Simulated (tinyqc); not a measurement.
Voltage acceleration of oxide breakdown, four models on the same data: lifetime against voltage in four models.

Field E = V/tox in MV/cm. Models: ln(t63/1 s) = a - c X with X = E (E model), -1/E (1/E model), ln V (power law, c the exponent n) or sqrt(E).

a and c were fitted to stress data from 3.12 to 4.1 V. Project to Vu, multiply by exp[(Ea q/kB)(1/Tu - 1/Ts)] and by ks; ten years are 3.15576e8 s.

Parameters, values chosen for the exercise: oxide thickness tox = 2.7 nm; stress temperature Ts = 423 K; use temperature Tu = 378 K; activation energy Ea = 0.93 eV; factor for area and percentile ks = 0.00041.

Constants: q = 1.602176634e-19 C, kB = 1.380649e-23 J/K. Results are converted to the units shown.

```
model         c         a
E       3.20590   51.1768
1/E     561.017  -34.1755
power   42.6042   62.7388
sqrt E  23.4009   93.7468
```

Results:
```
Vu (V)  log10 years, E  log10 years, 1/E  log10 years, power  log10 years, sqrt E
1.44             5.233             21.27               10.93                7.676
1.75             3.634             13.18               7.325                5.273
2.38            0.3857             3.231               1.636               0.9731
2.7             -1.264          -0.04483             -0.6980              -0.9914
3.01            -2.863            -2.554              -2.709               -2.786
3.33            -4.513            -4.654              -4.578               -4.544
3.64            -6.112            -6.337              -6.225               -6.169
```

Estimate the missing row, Vu = 2.07 V.

Computed row:
```
Vu (V)  log10 years, E  log10 years, 1/E  log10 years, power  log10 years, sqrt E
2.07             1.984             7.370               4.218                3.007
```

With this row back in the table: The four agree within 0.23 decades in the last row, inside the stress range, and part by 16.0 decades in the first. The local exponent -d ln t/d ln V is c E for the E model, which shrinks as V falls, constant for the power law, and c/E for the 1/E model, which grows as V falls.

Range of the model: All four laws are empirical fits; none is established far below the stress range.

Computed by the program tinyqc: `OMP_NUM_THREADS=1 python tinyqc.py 2070097 2070098 out.jsonl`, one thread of a shared Intel Xeon 2.30GHz, about 0.01 s for the whole run.
